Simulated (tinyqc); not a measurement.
Orbital energy against energy difference: ionisation energy by orbital energies and by energy differences in the 6-31g basis, for BeH2, spin multiplicity 1. Computed by the program tinyqc with PySCF. The cation is unrestricted; errors are against CCSD(T) in this basis, not against experiment.

Geometry (angstrom):
```
atom       x        y       z
Be    0.0000   0.0000  0.0000
H     0.0000   1.2480  0.0660
H     0.0000  -1.2480  0.0660
```

CCSD(T) difference in the same basis = 11.8631 eV

IP-EOM-CCSD = 11.8966 eV

First vertical ionisation energy (eV):
```
method     -e(HOMO)  E(cation) - E  error of -e(HOMO)  error of the difference
HF          12.4661      11.677460             0.6030                  -0.1856
LDA          7.5412      11.935090            -4.3219                   0.0720
PBE          7.5646      11.957075            -4.2985                   0.0940
B3LYP        8.7859      12.212793            -3.0772                   0.3497
PBE0         8.9754      12.142945            -2.8877                   0.2798
CAM-B3LYP   10.4883      12.305421            -1.3748                   0.4423
LC-wPBE     11.9708      12.454406             0.1078                   0.5913
```

What does the comparison show, and why?

Koopmans errs by +0.60 eV and Delta-HF by -0.19 eV: relaxation, 0.79 eV, lowers the value and the missing correlation difference works against it. The PBE level is off by -4.3 eV through the wrong tail of its potential, though its energy difference is off by +0.09 eV; exact exchange deepens the level, and among the orbital energies LC-wPBE comes closest; among the differences LDA does.
